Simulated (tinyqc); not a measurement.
Precursor delivery by bubblers, mass-transport growth and the solid composition of a III-V alloy: one step, computed by the program tinyqc. Command: `OMP_NUM_THREADS=1 python tinyqc.py 3003743 3003744 out.jsonl movpe_thermo walk`. One thread of a shared host (Intel(R) Xeon(R) Processor @ 2.30GHz), about 0.01 s of CPU time with the checks.

1 sccm = 44.615 micromol/min; 1 torr = 133.322 Pa. The sources decompose fully at the surface.

Task: Solid composition. At high V/III the group-V pressures at the surface equal those supplied, as dimers: p_D2/p_C2 = x_v/(1 - x_v). Equilibrium of the solid AC(1-x)D(x), A standing for the mix of both group-III metals: ln[x/(1 - x)] + L0 (1 - 2x)/(R T) = -dG_x/(R T) + (1/2) ln[x_v/(1 - x_v)]. Growth rate = rate per torr x (p_1 + p_2). Sensitivity dx/dx_v = [1/(2 x_v (1 - x_v))]/[1/(x (1 - x)) - 2 L0/(R T)].

Inputs (values chosen for the exercise, modelled on triethylgallium (source 1) and trimethylindium (source 2) for the vapour pressures): bath temperature T1 = 300 K; bath temperature T2 = 291 K; growth temperature T = 1010 K; flow cross-section A = 67 cm^2; interaction L0 of the solid = 3.58 kJ/mol; vapour fraction x_v of D among the group-V sources = 0.62; exchange energy dG_x of AC + (1/2) D2 -> AD + (1/2) C2 = -3.3 kJ/mol.

Alloy: mixing on the group-V sites.

growth rate per torr of group III = 178.3510 micrometre/(h torr)

p_1 = 0.008345098 torr

p_2 = 4.398611e-04 torr

Constants: R = 8.314462618 J/(mol K).

Give: solid fraction x; distribution coefficient x/x_v; dx/dx_v; growth rate.

Result:

solid fraction x = 0.6899

distribution coefficient x/x_v = 1.113

dx/dx_v = 0.5553

growth rate = 1.567 micrometre/h

The solid is richer in D than the vapour. The growth rate is set by group III alone. Caution: the boundary layer is a quarter or more of the root of the cross-section, so it fills much of the channel and depletion along the flow matters.
